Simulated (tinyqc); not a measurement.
Capacitance measurement on a leaky thin oxide: effects of series resistance and leakage: readings against frequency.

The device is a capacitance C in parallel with a leakage conductance G, in series with Rs and Ls. An impedance meter reports either a parallel pair (Cp, Gp) from Y = 1/Z = Gp + i w Cp or a series pair (Cs, Rm) from Z = Rm + 1/(i w Cs); w = 2 pi f, dissipation D = Gp/(w |Cp|).

EOT = 3.9 tox/eox; CET = EOT + zc + zp; C = 3.9 eps0 A/CET; G = Jg A/Vs. Z = Rs + i w Ls + 1/(G + i w C); CET read from Cp = 3.9 eps0 A/Cp; errors under 0.001 % are printed as 0.

Parameters, values chosen for the exercise; values of the order met in thin-oxide MOS capacitors:
- eox = 24.9 (relative permittivity of the gate insulator (close to zirconium oxide))
- tox = 3.3 nm (insulator thickness)
- A = 2500 um^2 (gate area)
- zc = 0.55 nm (oxide-equivalent thickness added by the accumulation layer)
- zp = 0 nm (oxide-equivalent thickness added by gate depletion)
- Jg = 0.017 A/cm^2 (gate leakage current density, not matched to the thickness)
- Vs = 0.4 V (voltage for an e-fold rise of the leakage)
- Rs = 31 ohm (series resistance)
- Ls = 260 nH (series inductance)

Constants: eps0 = 8.8541878128e-14 F/cm where lengths are in cm. Results are converted to the units shown.

The same in every row: C (pF) = 80.92.

Result of one run:

| f (Hz) | Cp (pF) | Cs (pF) | D | error of Cp (%) | error of Cs (%) | CET read from Cp (nm) |
|---|---|---|---|---|---|---|
| 30000 | 80.91 | 81.31 | 0.07014 | -6.54e-3 | 0.485 | 1.067 |

What becomes of these results when the measuring frequency f is changed from 30000 to 3000 Hz, all else the same?

Result of the changed run:

| f (Hz) | Cp (pF) | Cs (pF) | D | error of Cp (%) | error of Cs (%) | CET read from Cp (nm) |
|---|---|---|---|---|---|---|
| 3000 | 80.91 | 120.2 | 0.6967 | -6.59e-3 | 48.5 | 1.067 |

The whole series:

| f (Hz) | Cp (pF) | Cs (pF) | D | error of Cp (%) | error of Cs (%) | CET read from Cp (nm) |
|---|---|---|---|---|---|---|
| 1000 | 80.91 | 434.3 | 2.090 | -6.59e-3 | 437 | 1.067 |
| 3000 | 80.91 | 120.2 | 0.6967 | -6.59e-3 | 48.5 | 1.067 |
| 10000 | 80.91 | 84.45 | 0.2091 | -6.58e-3 | 4.37 | 1.067 |
| 30000 | 80.91 | 81.31 | 0.07014 | -6.54e-3 | 0.485 | 1.067 |
| 1e5 | 80.91 | 80.95 | 0.02248 | -6.01e-3 | 0.0445 | 1.067 |
| 3e5 | 80.92 | 80.93 | 0.01170 | -1.35e-3 | 0.0123 | 1.067 |
| 1e6 | 80.96 | 80.99 | 0.01787 | 0.0516 | 0.0836 | 1.066 |
| 3e6 | 81.34 | 81.53 | 0.04834 | 0.518 | 0.753 | 1.061 |
| 1e7 | 85.71 | 88.25 | 0.1721 | 5.92 | 9.06 | 1.007 |
| 3e7 | 71.09 | 320.5 | 1.873 | -12.1 | 296 | 1.214 |

D goes from 2.09 through a minimum of 0.0117 (at f = 3e5 Hz among the rows listed) to 1.87; without inductance its minimum lies at f = sqrt(G (1 + G Rs)/Rs)/(2 pi C) = 3.64e5 Hz. The error of Cp goes from -0.00659 to -12.1 % and that of Cs from 437 to 296 %; at low frequency Cp tends to C/(1 + G Rs)^2 and Cs grows as 1 + (G/(w C))^2. One of the two readings is within 2 % of C for f = 1000, 3000, 10000, 30000, 1e5, 3e5, 1e6, 3e6 Hz. At the highest frequencies Ls raises both readings, by about w^2 Ls C in relative terms. For f = 1000, 3e7 D exceeds 1, where the accuracy of real meters degrades in proportion to sqrt(1 + D^2).

tinyqc, about 0.01 s, one thread, Intel Xeon 2.30GHz (shared host): `OMP_NUM_THREADS=1 python tinyqc.py 2022128 2022129 out.jsonl`
